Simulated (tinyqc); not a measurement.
Changing the radical density n: ion-assisted plasma etching: sheath, surface coverage, synergy and aspect-ratio dependence. Computed by tinyqc, a small Python program. Command: `OMP_NUM_THREADS=1 python tinyqc.py 3029279 3029280 out.jsonl etch sweep`. One thread of a shared host (Intel(R) Xeon(R) Processor @ 2.30GHz), about 0.02 s of CPU time with the checks.

Radicals adsorb on bare sites; ions remove covered sites with a high yield and bare sites by sputtering; a slow spontaneous reaction acts everywhere, walls included.

Inputs (values chosen for the exercise, close to those used for silicon dioxide in a fluorocarbon plasma):
```
quantity                                value       unit
plasma density n_e                    1.4e+10     1/cm^3
electron temperature T_e                  2.4         eV
ion mass M_i                               50          u
sheath voltage V                          520          V
radical mass M_n                           19          u
gas temperature T_g                       400          K
sticking coefficient s                    0.8          -
radicals per removed unit x                 4          -
yield slope b                            0.37  eV^(-1/2)
threshold E_th                             23         eV
sputter slope b_p                       0.016  eV^(-1/2)
sputter threshold E_p                      32         eV
spontaneous reaction probability k_c  7.8e-06          -
solid density N                       2.2e+22     1/cm^3
ion temperature T_i                      0.19         eV
aspect ratio A                            4.6          -
```

Feature: round hole.

Constants: e = 1.602176634e-19 C; u = 1.6605390666e-27 kg; k_B = 1.380649e-23 J/K; eps_0 = 8.8541878128e-12 F/m.

Method:
- Bohm speed u_B = sqrt(e T_e/M_i); ion flux G_i = 0.61 n_e u_B; radical flux G_n = n c/4 with c = sqrt(8 k_B T_g/(pi M_n)).
- Debye length lambda_D = sqrt(eps_0 T_e/(e n_s)) with n_s = 0.61 n_e, T_e in volts; Child-law sheath d = (sqrt2/3) lambda_D (2 V/T_e)^(3/4); ion energy E = V + T_e/2; angular spread = arctan(sqrt(T_i/E)).
- Yields: Y = b (sqrt(E) - sqrt(E_th)) on covered sites, Y_p = b_p (sqrt(E) - sqrt(E_p)) on bare ones (zero below threshold).
- Steady coverage: s G_n (1 - theta) = x Y G_i theta; removal flux = Y G_i theta + Y_p G_i (1 - theta) + k_c G_n; rate = flux/N, 1 cm/s = 6e8 nm/min.
- Lateral rate = k_c G_n/N; anisotropy = 1 - lateral/vertical; synergy = vertical/(ions alone + radicals alone), with ions alone Y_p G_i/N and radicals alone the lateral rate.
- Transmission of a round hole: K = 1/(1 + 3A/4), walls that scatter diffusely without loss. With a loss probability S = s (1 - theta) at the floor, G_b/G_n = K/(K + S - K S); theta follows G_b, and the two are solved together. Ions are taken to reach the floor unshadowed; G_b replaces G_n in every term of the rate; A is depth over diameter.

One run for each value:
```
radical density n (1/cm^3)  vertical rate (nm/min)  coverage theta  anisotropy  floor rate over open-field rate
3.00e+11                                     37.98         0.07550     0.99997                          0.54488
8.30e+11                                     72.88         0.18430     0.99996                          0.44907
2.30e+12                                    137.25         0.38503     0.99994                          0.47084
6.30e+12                                    216.36         0.63167     0.99990                          0.64152
1.70e+13                                    277.53         0.82230     0.99978                          0.88677
4.80e+13                                    311.82         0.92891     0.99945                          0.98393
1.30e+14                                    326.10         0.97252     0.99858                          0.99775
3.60e+14                                    332.49         0.98990     0.99616                          0.99962
1.00e+15                                    336.83         0.99634     0.98946                          0.99986
```

Describe and explain the trends.

Over the rows, vertical rate (nm/min) rises from 38.0 to 337 (exponent d ln y / d ln x 0.64 between the first rows and 0.013 between the last); coverage theta rises from 0.0755 to 0.996 (exponent d ln y / d ln x 0.88 between the first rows and 0.0063 between the last); anisotropy falls from 1.0000 to 0.9895. At the high end the exponent of vertical rate is 0.01, close to 0: the surface is saturated. More radicals cure the lag, at the price of lateral etching.

Caution (all rows): a sheath of several millimetres is collisional at usual pressures, which lowers the ion energy and widens the angles.
